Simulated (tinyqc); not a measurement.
Incorporation against temperature: precursor delivery by bubblers, mass-transport growth and the solid composition of a III-V alloy. Computed by tinyqc, a small Python program. Command: `OMP_NUM_THREADS=1 python tinyqc.py 3023548 3023549 out.jsonl movpe_thermo walk`. One thread of a shared host (Intel(R) Xeon(R) Processor @ 2.30GHz), about 0.01 s of CPU time with the checks.

1 sccm = 44.615 micromol/min; 1 torr = 133.322 Pa. The sources decompose fully at the surface.

Inputs (values chosen for the exercise, modelled on triethylgallium (source 1) and trimethylindium (source 2) for the vapour pressures):

| quantity | value | unit |
|---|---|---|
| bath temperature T1 | 301 | K |
| bath temperature T2 | 301 | K |
| bubbler pressure p_b | 600 | torr |
| carrier flow F1 | 26 | sccm |
| carrier flow F2 | 49 | sccm |
| total flow F_t | 9.8 | slm |
| group-V flow F_V | 220 | sccm |
| reactor pressure p | 40 | torr |
| growth temperature T | 1030 | K |
| diffusivity at 273 K and 760 torr | 0.34 | cm^2/s |
| flow cross-section A | 73 | cm^2 |
| distance from the leading edge z | 8.4 | cm |
| lattice constant a | 5.9 | angstrom |
| interaction L0 of the solid | 12.5 | kJ/mol |
| log10 of p_B,eq over pure BC at 1000 K and 1 torr of group V (exaggerated: liquid indium has about -4.1) | -1.6 | log10 torr |
| enthalpy of that equilibrium H | 355 | kJ/mol |

Alloy: mixing on the group-III sites, with desorption of B.

constants a, b of source 1 (log10 torr, K): 8.069  2162

constants a, b of source 2 (log10 torr, K): 10.5  3014

Constants: k_B = 1.380649e-23 J/K; R = 8.314462618 J/(mol K).

Method:
- log10 p_v = a - b/T_bath; molar flow = F x 44.615 x p_v/(p_b - p_v) for a saturated bubbler.
- p_i = p n_i/(44615 F_t), F_t in slm; p_V = p F_V/(1000 F_t), counted per molecule supplied; V/III = 44.615 F_V/(n1 + n2); vapour fraction of source 2 = n2/(n1 + n2).
- Mean velocity u = (F_t/A)(760/p)(T/273); D = D0 (T/273)^1.75 (760/p); boundary layer delta = sqrt(pi D z/u); flux = D dp/(delta k_B T); growth rate = flux x a^3/4.
- A sticks fully. B desorbs: its surface pressure is p_B* = x gamma_B K/sqrt(p_V), ln gamma_B = L0 (1 - x)^2/(R T), K = 10^(log10 K at 1000 K) exp[-(H/R)(1/T - 1/1000)], p_V in torr. With equal diffusivities x = (p_2 - p_B*)/(p_1 + p_2 - p_B*). Growth rate = rate per torr x p_1/(1 - x).

p_2 = 0.00102758 torr

K/sqrt(p_V) = 0.0919300 torr

p_V = 0.897959 torr

vapour fraction of source 2 = 0.427002

p_1 = 0.00137892 torr

At fixed flows:

| T (K) | K/sqrt(p_V) (torr) | x | share of B incorporated, 1 - p_B*/p_2 |
|---|---|---|---|
| 825 | 3.0905e-06 | 0.42643 | 0.99766 |
| 856 | 2.0137e-05 | 0.42334 | 0.98512 |
| 885 | 1.0324e-04 | 0.40821 | 0.92565 |
| 906 | 3.1586e-04 | 0.36776 | 0.78056 |
| 929 | 1.0144e-03 | 0.23193 | 0.40521 |
| 952 | 3.0792e-03 | 0.07720 | 0.11227 |
| 978 | 1.0145e-02 | 0.02260 | 0.03103 |
| 1016 | 5.1926e-02 | 0.00454 | 0.00612 |

What follows from these numbers?

x equals the vapour fraction 0.427 while gamma_B K/sqrt(p_V) is small against p_1 + p_2 = 0.0024 torr and falls once it is not. Between the last rows the apparent energy R d ln x/d(1/T) is 349 kJ/mol, against H = 355. Caution: the boundary layer is a quarter or more of the root of the cross-section, so it fills much of the channel and depletion along the flow matters.

Extremes, crossings and ranges named in words are read from the listed rows.
